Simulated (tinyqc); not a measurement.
Inside a calculation. Model: Heisenberg magnet: exchange from energy differences, ordering vector, linear spin waves and ordering temperature. Computed by tinyqc, a small Python program that keeps every step. Command: `OMP_NUM_THREADS=1 python tinyqc.py 3014057 3014058 out.jsonl magnon walk`. One thread of a shared host (Intel(R) Xeon(R) Processor @ 2.30GHz), about 0.2 s of CPU time with the checks. Intermediate numbers are printed to about 7 digits and carried at full precision; extremes and crossings named in words are read from the listed rows.

H = -sum over pairs <ij> J_ij S_i.S_j - K sum_i (S_i^z)^2, each pair once, J > 0 ferromagnetic. First neighbours: 8 at a (0.5, 0.5, 0.5), second: 6 at a (1, 0, 0), with all permutations and signs.

Inputs (values chosen for the exercise, for a model magnet):

| quantity | value | unit |
|---|---|---|
| exchange J1 | 2.8 | meV |
| exchange J2 | 0.33 | meV |
| spin S | 1 | - |
| single-ion anisotropy K | 0.0097 | meV |
| lattice constant a | 5.52 | angstrom |
| mesh divisions n | 24 | - |
| temperature T | 60 | K |

Lattice: bcc. Order: ferromagnetic.

wave vector q (2 pi/a): 0.19  0.29  0.098

Constants: h x 1 THz = 4.135667696 meV; k_B = 8.617333262e-05 eV/K.

## Energies of ordered states

J(q) = J1 g1(q) + J2 g2(q), g_s(q) = sum over shell s of cos(q.R). A classical spiral or collinear state of wave vector Q has the exchange energy -(S^2/2) J(Q) per site.

States, Q in 2 pi/a:

| Q | g1 | g2 | energy (meV/site) |
|---|---|---|---|
| G (0, 0, 0) | 8.000000e+00 | 6 | -12.19 |
| H (1, 0, 0) | -8.000000e+00 | 6 | 10.21 |
| N (0.5, 0.5, 0) | 0 | -2 | 0.33 |
| P (0.5, 0.5, 0.5) | 4.930381e-32 | -6 | 0.99 |

The lowest of these is G (0, 0, 0), 12.520 meV per site below N (0.5, 0.5, 0).

## Back from energy differences to J1 and J2

Subtract the first row of the table from the second and third: dE = -(S^2/2)(dg1 J1 + dg2 J2), two equations for two unknowns, as in mapping total energies onto a spin model.

coefficients:
```
   J1  J2
1   8   0
2   4   4
```

energy differences (meV/site): 22.40  12.52

J1, J2 (meV): 2.80  0.33

## Magnon energy at q

g_s(q) = sum over shell s of cos(q.R), z1 = g1(0). E(q) = S [J(0) - J(q)] + (2S - 1) K, J(q) = J1 g1 + J2 g2. The factor 2S - 1 removes the anisotropy for S = 1/2.

g1(q) = 3.864701

g2(q) = 1.871548

E(q) = 12.95093 meV

frequency = 3.131520 THz

## Long waves and the gap

sum R_x^2 over the shells is s1 = 2 a^2 and s2 = 2 a^2. E = gap + D q^2 with D = (S/2)(J1 s1 + J2 s2) and gap = (2S - 1) K.

stiffness D = 95.37235 meV angstrom^2

gap = 0.0097 meV

## Dispersion

The formulas are those given above.

Energies (meV); H = (1, 0, 0), N = (0.5, 0.5, 0) in 2 pi/a:

| line | fraction of the way | E(q) | gap + D q^2 |
|---|---|---|---|
| G-H | 0.10 | 1.23208 | 1.2454 |
| G-H | 0.25 | 7.23051 | 7.7327 |
| G-H | 0.50 | 23.72970 | 30.9016 |
| G-H | 0.75 | 38.90889 | 69.5164 |
| G-H | 1.00 | 44.80970 | 123.5771 |
| G-N | 0.10 | 0.62247 | 0.6275 |
| G-N | 0.25 | 3.67672 | 3.8712 |
| G-N | 0.50 | 12.52970 | 15.4556 |
| G-N | 0.75 | 21.38268 | 34.7630 |
| G-N | 1.00 | 25.04970 | 61.7934 |

At the end of the G-H rows the long-wave form is 2.76 times the true energy. At the end of the G-N rows the long-wave form is 2.47 times the true energy. It holds to 5 % in 2 of the ten rows; nearer the zone boundary the cosine flattens the band.

## Loss of moment

Mesh: q = sum_i (m_i + 1/2)/n b_i, m_i = 0..n-1, b = [[0, 1, 1], [1, 0, 1], [1, 1, 0]] in 2 pi/a; <..> is the mean over the mesh. n = 1/(exp(E/(k_B T)) - 1); no zero-point loss; thermal loss <n>; moment = S less the losses.

zero-point loss = 0

thermal loss = 0.06957425

moment <S^z> = 0.9304257

The thermal loss is 6.96 % of S.

## Ordering temperature

K left out. Mean field: k_B T = S (S + 1) J(Q)/3 at the ordering vector Q; random-phase (Tyablikov): k_B T = [S (S + 1)/3] / <1/(J(Q) - J(q))>; Curie-Weiss theta = S (S + 1) J(0)/(3 k_B).

mean-field ordering temperature = 188.6121 K

random-phase ordering temperature = 140.2686 K

Curie-Weiss temperature = 188.6121 K

The random-phase value is 0.74 of mean field, since it weights the soft long waves (a harmonic mean of J(Q) - J(q) in place of the arithmetic one); on this mesh it lies slightly high.

Checks made by the program: the long-wave formula against the dispersion (relative difference 1e-06).
